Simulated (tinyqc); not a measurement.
The three schemes as the step is halved: finite-difference solution of the diffusion equation on a small grid. Computed by tinyqc, a small Python program. Command: `OMP_NUM_THREADS=1 python tinyqc.py 3016725 3016726 out.jsonl fdiff walk`. One thread of a shared host (Intel(R) Xeon(R) Processor @ 2.30GHz), about 0.01 s of CPU time with the checks.

dC/dt = D d2C/dx2 on nodes x_j = j dx, j = 0..11; the far end is sealed.

Inputs (values chosen for the exercise):

| quantity | value | unit |
|---|---|---|
| diffusivity D | 45 | nm^2/s |
| grid spacing dx | 20 | nm |
| time step dt | 2 | s |
| final time t_f | 16 | s |
| loss velocity h | 0.89 | nm/s |

Boundary at x = 0: surface loss. Scheme: Crank-Nicolson.

start values C_j, j = 0, 1, ... (% of a reference): 72  100  73.7  34.4  1.43  0  0  0  0  0  0  0

Method:
- The operator M acts as (M C)_j = C_(j-1) - 2 C_j + C_(j+1); at the sealed far end a mirror node gives 2 C_(N-2) - 2 C_(N-1); at j = 0, the outward flux h C_0 gives 2 C_1 - (2 + 2 h dx/D) C_0.
- r = D dt/dx^2.
- The mode of M with eigenvalue mu has its amplitude multiplied per step by g = (1 + (1 - theta) r mu)/(1 - theta r mu), with theta = 0 explicit, 1 implicit, 1/2 Crank-Nicolson; the explicit scheme is stable for r up to 2/|mu_min|.
- With r = D dt/dx^2: (1 - theta r M) C(new) = (1 + (1 - theta) r M) C(old); theta = 0 explicit, 1 implicit, 1/2 Crank-Nicolson.
- Each run reaches t_f in n equal steps; errors are the largest difference from exp(M D t_f/dx^2) C(0). A dash marks unstable explicit runs.

largest stable r of the explicit scheme = 0.481823

Largest error at t_f (%):

| steps n | r | explicit | implicit | Crank-Nicolson |
|---|---|---|---|---|
| 4 | 0.45000 | 6.2475 | 2.4662 | 1.2710e-01 |
| 8 | 0.22500 | 1.3799 | 1.2748 | 3.2020e-02 |
| 16 | 0.11250 | 0.6746 | 0.6487 | 8.0230e-03 |
| 32 | 0.05625 | 0.3338 | 0.3273 | 2.0069e-03 |
| 64 | 0.02813 | 0.1661 | 0.1644 | 5.0179e-04 |
| 128 | 0.01406 | 0.0828 | 0.0824 | 1.2545e-04 |
| 256 | 0.00703 | 0.0414 | 0.0413 | 3.1363e-05 |

What does the comparison show, and why?

From the last two rows, halving the step divides the error by 2.00 (explicit), 2.00 (implicit), 4.00 (Crank-Nicolson): a factor 2 marks first order in dt and 4 second order. Every row here lies within the explicit limit.

Extremes, crossings and ranges named in words are read from the listed rows.
